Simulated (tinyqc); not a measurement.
True capacitance, leakage and series resistance from two frequencies.

Question. A capacitance C in parallel with G and in series with Rs is measured as Cp and D = Gp/(w Cp) at two frequencies. The series reading Cs = Cp (1 + D^2) equals C + G^2/(w^2 C), and Re Z = D/(w Cp (1 + D^2)) = Rs + G/(G^2 + w^2 C^2). Find C, G and Rs.

f (Hz): [50000, 1.5e5]
Cp (pF): [90.1367983, 89.9671330]
D: [0.272734195, 0.132020890]

Solution. w^2 Cs = w^2 C + G^2/C is a straight line in w^2 with slope C; the intercept gives G, and the real part then gives Rs.

C = 90.87 pF
G = 7.317 uS
Rs = 540.0 ohm

Computed by the program tinyqc: `OMP_NUM_THREADS=1 python tinyqc.py 2022145 2022146 out.jsonl`, one thread of a shared Intel Xeon 2.30GHz, about 0.01 s for the whole run.
